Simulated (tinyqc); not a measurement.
Threshold of a short bulk MOSFET: charge sharing, barrier lowering, narrow width: two steps of the calculation.

n-channel device on a p-type body, depletion approximation, full ionisation. Uniform doping N = Na. Vbi from Boltzmann statistics is rough for the degenerate source. Cox = eps0 eox/tox.

Parameters, values chosen for the exercise; band and dielectric values close to those of silicon:
- T = 300 K (temperature)
- Eg = 1.12 eV (band gap)
- eps_r = 11.5 (relative permittivity)
- Nc = 2.84e19 cm^-3 (conduction-band density of states at T)
- Nv = 2.65e19 cm^-3 (valence-band density of states at T)
- eox = 8.96 (relative permittivity of the gate insulator (close to aluminium oxide))
- tox = 3.7 nm (insulator thickness)
- Na = 4.4e17 cm^-3 (channel doping)
- Nsd = 1e20 cm^-3 (source and drain doping)
- Vfb = -0.72 V (flat-band voltage for the doping Na)
- xj = 42 nm (junction depth)
- Vbs = -1 V (body-source voltage)
- Vds = 0.05 V (drain-source voltage)
- W = 300 nm (gate width)
- xw = 1.5708 (shape factor of the fringing depletion at the width edges)
- L = 160 nm (channel length)

Constants: q = 1.602176634e-19 C, kB = 1.380649e-23 J/K, Vt = kB T/q, eps0 = 8.8541878128e-14 F/cm where lengths are in cm. Results are converted to the units shown.

Task 1. Long-channel threshold and scales. ni = sqrt(Nc Nv) exp(-Eg/(2 Vt)), Eg in volts; 2 pB = 2 Vt ln(N/ni); flat band Vfb - Vt ln(N/Na); Wd = sqrt(2 eps0 eps_r (2 pB - Vbs)/(q N)); body term q N Wd/Cox; long-channel VT0 = flat band + 2 pB + body term; Vbi = Vt ln(N Nsd/ni^2); scale length l = sqrt((eps_r/eox) tox Wd).

Wanted: N; 2 pB; flat band; Wd; body term; VT0; Vbi; l.

Result 1.

N = 4.4000e17 cm^-3
2 pB = 0.90632 V
flat band = -0.72000 V
Wd = 74.209 nm
body term = 0.24398 V
VT0 = 0.43031 V
Vbi = 1.0466 V
l = 18.773 nm

Task 2. Short-channel and narrow-width shifts. Charge sharing (trapezoid; it ignores Vds): F = (xj/L)(sqrt(1 + 2 Wd/xj) - 1), lowering = body term times F. Barrier lowering: th = exp(-L/(2 l)) + 2 exp(-L/l), lowering = th [2 (Vbi - 2 pB) + Vds], DIBL = th. Narrow width: rise = body term times xw Wd/W. VT by each model = VT0 - lowering + rise.

2 pB = 0.90632043 V
Wd = 74.208679 nm
body term = 0.24398479 V
VT0 = 0.43030522 V
Vbi = 1.0465973 V
l = 18.772544 nm

Find: F; lowering by charge sharing; th; lowering of the barrier; DIBL; narrow-width rise; VT, charge sharing; VT, barrier lowering.

Result 2.

F = 0.2964
lowering by charge sharing = 72.32 mV
th = 0.01450
lowering of the barrier = 4.792 mV
DIBL = 14.50 mV/V
narrow-width rise = 94.80 mV
VT, charge sharing = 0.4528 V
VT, barrier lowering = 0.5203 V

L is 8.52 scale lengths. The charge-sharing lowering is 15.1 times the barrier lowering; the first falls off as 1/L and the second exponentially. Both describe the same loss of gate control, so they are alternatives and are not added.

tinyqc, about 0.01 s, one thread, Intel Xeon 2.30GHz (shared host): `OMP_NUM_THREADS=1 python tinyqc.py 2002064 2002065 out.jsonl`
